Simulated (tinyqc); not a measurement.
What each parameter does: temperature and isotope dependence of a band gap in oscillator models.

E(T) = E0 - sum_i sl_i th_i n_i(T), n = 1/(exp(th/T) - 1). The same coupling lowers the gap at 0 K by the zero-point term ZP = sum_i sl_i th_i/2, so the gap of the static lattice is E0 + ZP. Thermal expansion is taken as part of the slopes.

Values chosen for the exercise (near those of InAs; shifted at random, so the results belong to these values and not to a real crystal): E0 = 0.417 eV (gap at 0 K); th = (71, 197) K (temperatures of two oscillators); sl = (0.0435, 0.2285) meV/K (their high-temperature slopes); T = 300 K (temperature).

Gap at T, slope -sum sl_i (th_i/T)^2 n_i (1 + n_i) and ZP.

One parameter was then changed.

Results before and after:

| case | E(T) (eV) | dE/dT (meV/K) | ZP (meV) |
|---|---|---|---|
| base | 0.3569 | -0.2638 | 24.05 |
| changed | 0.3603 | -0.2604 | 28.51 |

Which of these changes was made? (a) th = (71, 236) K; (b) T = 340 K; (c) sl = (0.0566, 0.2285) meV/K; (d) E0 = 0.427 eV.

Answer: (a) th = (71, 236) K. Of the candidates, run in turn, only this one gives the changed row.

All candidates:

| case | E(T) (eV) | dE/dT (meV/K) | ZP (meV) |
|---|---|---|---|
| base | 0.3569 | -0.2638 | 24.05 |
| T = 340 K | 0.3464 | -0.2656 | 24.05 |
| E0 = 0.427 eV | 0.3669 | -0.2638 | 24.05 |
| th = (71, 236) K | 0.3603 | -0.2604 | 28.51 |
| sl = (0.0566, 0.2285) meV/K | 0.3535 | -0.2768 | 24.52 |

(tinyqc, `OMP_NUM_THREADS=1 python tinyqc.py 1851195 1851196 out.jsonl`, Intel(R) Xeon(R) Processor @ 2.30GHz, 1 thread, shared host, about 0.01 s.)
